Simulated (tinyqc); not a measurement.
Six-band Luttinger-Kohn model with strain, step by step. Values are carried at full precision from step to step, so a last printed digit may differ when a step is redone from the rounded ones.

Constants: hbar^2/2m0 = 3.80998211 eV angstrom^2.

Parameters, chosen for this exercise (near those of AlAs; not measured data):
- C11 = 123.9 GPa
- C12 = 54.7 GPa
- C44 = 54.5 GPa
- load = uniaxial [100] (kind of stress)
- X = -1.85 GPa (stress)
- Dso = 0.284 eV (spin-orbit splitting)
- g1 = 3.74 (Luttinger gamma1)
- g2 = 0.82 (gamma2)
- g3 = 1.43 (gamma3)
- av = 2.41 eV (valence hydrostatic potential)
- b = -2.27 eV (tetragonal shear potential)
- d = -3.31 eV (trigonal shear potential)
- k = (0.005, 0.035, 0.003) 1/angstrom (wave vector)
- kmax = 0.1 1/angstrom (end of the path)

## Strain from a uniaxial [100] stress

s11 = (C11 + C12)/((C11 - C12)(C11 + 2 C12)), s12 = -C12/((C11 - C12)(C11 + 2 C12)), s44 = 1/C44; exx = s11 sxx + s12 (syy + szz) and cyclic, exy = s44 sxy/2; tension is positive. A uniaxial stress X along the unit vector n is s_ij = X n_i n_j.

s11, s12, s44 (1/TPa): 11.0627  -3.3882  18.3486

strain tensor:
```
           x         y         z
x  -0.020466  0.000000  0.000000
y   0.000000  0.006268  0.000000
z   0.000000  0.000000  0.006268
```

The volume changes by -0.793 %; there is no shear in the cubic axes, so d does not enter.

## The terms P, Q, R, S at one k

P = c g1 k^2 - av tr(e); Q = c g2 (kx^2 + ky^2 - 2 kz^2) - (b/2)(exx + eyy - 2 ezz); R = c sqrt3 [-g2 (kx^2 - ky^2) + 2i g3 kx ky] + (sqrt3/2) b (exx - eyy) - i d exy; S = 2 c sqrt3 g3 (kx - i ky) kz - d (exz - i eyz); c = hbar^2/2m0, e the strain tensor (not engineering shear).

Form the four terms.

Terms (eV):

| term | from k | from strain |
|---|---|---|
| P | 0.01794 | 0.01911 |
| Q | 0.00385 | -0.03034 |
| R | 0.00649+0.00330i | 0.05256 |
| S | 0.00028-0.00198i | 0.00000 |

## The Hamiltonian

Six-band Luttinger-Kohn model in the basis |3/2,3/2>, |3/2,1/2>, |3/2,-1/2>, |3/2,-3/2>, |1/2,1/2>, |1/2,-1/2>, electron energies, zero at the top of the unstrained valence band. H = -[rows: (P+Q, -S, R, 0, -S/r2, r2 R); (-S*, P-Q, 0, R, -r2 Q, r32 S); (R*, 0, P-Q, S, r32 S*, r2 Q); (0, R*, S*, P+Q, -r2 R*, -S*/r2); (-S*/r2, -r2 Q, r32 S, -r2 R, P+Dso, 0); (r2 R*, r32 S*, r2 Q, -S/r2, 0, P+Dso)], r2 = sqrt(2), r32 = sqrt(3/2). Levels are twofold.

Each term is the sum of its two parts.

H(k) (eV), lower triangle (Hermitian):
```
                  3/2,3/2          3/2,1/2         3/2,-1/2        3/2,-3/2  1/2,1/2  1/2,-1/2
3/2,3/2           -0.0106
3/2,1/2    0.0003+0.0020i          -0.0635
3/2,-1/2  -0.0590+0.0033i                0          -0.0635
3/2,-3/2                0  -0.0590+0.0033i  -0.0003-0.0020i         -0.0106
1/2,1/2    0.0002+0.0014i          -0.0375  -0.0003+0.0024i  0.0835+0.0047i  -0.3211
1/2,-1/2  -0.0835+0.0047i  -0.0003-0.0024i           0.0375  0.0002-0.0014i        0   -0.3211
```

## Levels and their make-up

Diagonalise H. The weights add +m and -m and are averaged over each pair; m is taken along z.

levels from the top, each twofold (eV): 0.0500  -0.1011  -0.3440

weights:
```
               top  second  third
|3/2,+-3/2>  0.684   0.264  0.052
|3/2,+-1/2>  0.260   0.734  0.007
|1/2,+-1/2>  0.057   0.003  0.941
```

The top pair is 68 % |3/2,+-3/2>, the second pair is 73 % |3/2,+-1/2> and the third pair is 94 % |1/2,+-1/2>.

## Band edges at k = 0
Diagonalise H at k = 0. The weights add +m and -m (m along z) and are averaged over each pair.

edges from the top (eV): 0.0618  -0.0798  -0.3233

weights at k = 0:
```
               top  second  third
|3/2,+-3/2>  0.711   0.250  0.039
|3/2,+-1/2>  0.237   0.750  0.013
|1/2,+-1/2>  0.052   0.000  0.948
```

The stress splits the top two pairs by 141.6 meV, 5.48 times kT at 300 K (25.85 meV); the third lies 385.1 meV below the top, against Dso = 284 meV without stress.

## Polarisation of the edge transitions

In the basis X, Y, Z times spin, H(k = 0) has -Dso/3 + l exx + m (eyy + ezz) on the diagonal (cyclic) and n exy off it, l = av + 2 b, m = av - b, n = sqrt(3) d. Spin-orbit term (Dso/3) L.sigma on X, Y, Z with (L_k)_ij = -i epsilon_kij: <X+|H|Y+> = -i Dso/3, <X+|H|Z-> = Dso/3, <Y+|H|Z-> = -i Dso/3, <Z+|H|X-> = -Dso/3, <Z+|H|Y-> = i Dso/3, <X-|H|Y-> = i Dso/3, and their conjugates; + and - are the spin along z. The strength of a transition to an s-like conduction level for light polarised along the unit vector u is the weight of the orbital ux X + uy Y + uz Z in the valence state, summed over spin and averaged over the pair.

strain block of X, Y, Z (eV), lower triangle:
```
         X         Y         Z
X  0.10226
Y        0  -0.07980
Z        0         0  -0.07980
```

Relative strengths:

| polarisation | top | second | third |
|---|---|---|---|
| [100] | 0.859 | 0.000 | 0.141 |
| [010] | 0.070 | 0.500 | 0.430 |
| [001] | 0.070 | 0.500 | 0.430 |
| [110] | 0.465 | 0.250 | 0.285 |
| [1-10] | 0.465 | 0.250 | 0.285 |
| [111] | 0.333 | 0.333 | 0.333 |

The top pair is strongest for light along [100] (0.859) and weakest along [010] and [001] (0.070); without strain every direction has 1/3 on average over the fourfold top. For each polarisation the three pairs add up to 1.

## Hole masses at the edges

Curvature at k = 0: m/m0 = -2 c h^2/(E(h u) + E(-h u) - 2 E(0)) with h = 0.0002 1/angstrom along the unit vector u.

Hole masses (m0):

| direction | top | second | third |
|---|---|---|---|
| [110] | 0.228 | 0.300 | 0.285 |
| [1-10] | 0.228 | 0.300 | 0.285 |
| [100] | 0.158 | 0.476 | 0.358 |
| [001] | 0.409 | 0.219 | 0.237 |

Of the directions listed, the top pair is lightest along [100] (0.158) and heaviest along [001] (0.409). These masses hold only for hole energies well below the splitting of 142 meV.

## Bands along [100] and [001]

Six points from 0 to kmax in each direction.

Levels (eV):

| direction | \|k\| (1/angstrom) | top | second | third | top, no stress | second, no stress |
|---|---|---|---|---|---|---|
| [100] | 0.000 | 0.0618 | -0.0798 | -0.3233 | 0.0000 | 0.0000 |
| [100] | 0.020 | 0.0521 | -0.0830 | -0.3276 | -0.0032 | -0.0082 |
| [100] | 0.040 | 0.0235 | -0.0926 | -0.3406 | -0.0128 | -0.0321 |
| [100] | 0.060 | -0.0234 | -0.1086 | -0.3632 | -0.0288 | -0.0700 |
| [100] | 0.080 | -0.0868 | -0.1310 | -0.3971 | -0.0512 | -0.1187 |
| [100] | 0.100 | -0.1598 | -0.1634 | -0.4456 | -0.0800 | -0.1740 |
| [001] | 0.000 | 0.0618 | -0.0798 | -0.3233 | 0.0000 | 0.0000 |
| [001] | 0.020 | 0.0581 | -0.0867 | -0.3298 | -0.0032 | -0.0082 |
| [001] | 0.040 | 0.0471 | -0.1070 | -0.3499 | -0.0128 | -0.0321 |
| [001] | 0.060 | 0.0294 | -0.1390 | -0.3856 | -0.0288 | -0.0700 |
| [001] | 0.080 | 0.0052 | -0.1801 | -0.4400 | -0.0512 | -0.1187 |
| [001] | 0.100 | -0.0252 | -0.2271 | -0.5166 | -0.0800 | -0.1740 |

## Checks

- Levels against the same model in the basis X, Y, Z times spin: they agree to 1e-10 or better.

Program tinyqc; command `OMP_NUM_THREADS=1 python tinyqc.py 1051517 1051518 out.jsonl`; about 0.3 s on one thread of a shared Intel(R) Xeon(R) Processor @ 2.30GHz.
